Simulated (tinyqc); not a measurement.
Floating body of a partially depleted SOI transistor: body voltage and kink: two steps of the calculation.

Source at 0 V. Channel current Ic = 2 nf K Vt^2 [F(0) - F(Vd)](1 + la Vd), F(V) = ln^2(1 + exp((Vg - VT - nf V)/(2 nf Vt))), VT = VT0 - gb Vb. Saturation voltage Vs = 2 Vt sqrt(F(0)) + 3 Vt, excess Ve = (Vd - Vs + sqrt((Vd - Vs)^2 + 0.0004 V^2))/2, multiplication M1 = Ai Ve exp(-Bl/Ve). Each junction passes D(v) = J1 (exp(v/Vt) - 1) + J2 (exp(v/(2 Vt)) - 1). Bipolar current Ib = bb J1 (exp(Vb/Vt) - 1). The body settles where M1 (Ic + Ib) = D(Vb) + D(Vb - Vd) + Vb/Rb; drain current Id = (1 + M1)(Ic + Ib) - D(Vb - Vd).

Values chosen for this exercise; values of the order met in partially depleted silicon-on-insulator transistors:
```
symbol,value,unit,meaning
T,358,K,temperature
VT0,0.53,V,threshold at zero body voltage
gb,0.34,,fall of the threshold per volt of body voltage
nf,1.33,,slope factor
K,280,uA/(V^2 um),gain factor per width
la,0.08,1/V,channel-length modulation factor
Ai,1.63,1/V,impact-ionisation prefactor
Bl,5.3,V,impact-ionisation voltage
J1,8.7e-12,uA/um,diffusion saturation current of each junction
J2,2e-7,uA/um,recombination saturation current of each junction
bb,1,,gain of the lateral bipolar transistor on the diffusion current
Rb,1e9,kohm um,"resistance of a weak body tie to the source (1e9 stands for no tie, and the term is then dropped)"
Vg,0.64,V,gate voltage
Vd,1,V,drain voltage
```

Constants: q = 1.602176634e-19 C, kB = 1.380649e-23 J/K, Vt = kB T/q. Results are converted to the units shown.

Question 1. New Vb. Current into the body I_in = M1 (Ic + Ib) - D(Vb - Vd), current out I_out = D(Vb) + Vb/Rb; f = ln(I_in/I_out), s = df/dVb by central differences over 1e-5 V, Vb(new) = Vb - f/s.

Vb at the start = 0.51 V

Find: Ic; Ve; M1; I_in; I_out; f; s; Vb after iteration 1.

Answer 1.

Ic = 9.296 uA/um
Ve = 0.6926 V
M1 = 5.361e-4
I_in = 0.004984 uA/um
I_out = 9.091e-4 uA/um
f = 1.702
s = -19.35 1/V
Vb after iteration 1 = 0.5980 V

Question 2. Drain current with floating and with grounded body. Id and VT at the converged Vb, Id at Vb = 0, their ratio, and the bipolar share Ib/(Ic + Ib).

converged Vb = 0.59005027 V

Give: VT; Id, floating; Id, grounded; ratio; bipolar share.

Answer 2.

VT = 0.3294 V
Id, floating = 11.11 uA/um
Id, grounded = 1.898 uA/um
ratio = 5.852
bipolar share = 0.01587 %

The body rises to 0.590 V and lowers the threshold by 201 mV.

Range of the model: The multiplication law is an empirical form chosen for the exercise; self-heating and capacitive coupling to the body are left out, and the linear laws are rough once Vb passes about 0.7 V or M1 about 0.1.

tinyqc, about 0.2 s, one thread, Intel Xeon 2.30GHz (shared host): `OMP_NUM_THREADS=1 python tinyqc.py 2182232 2182233 out.jsonl`
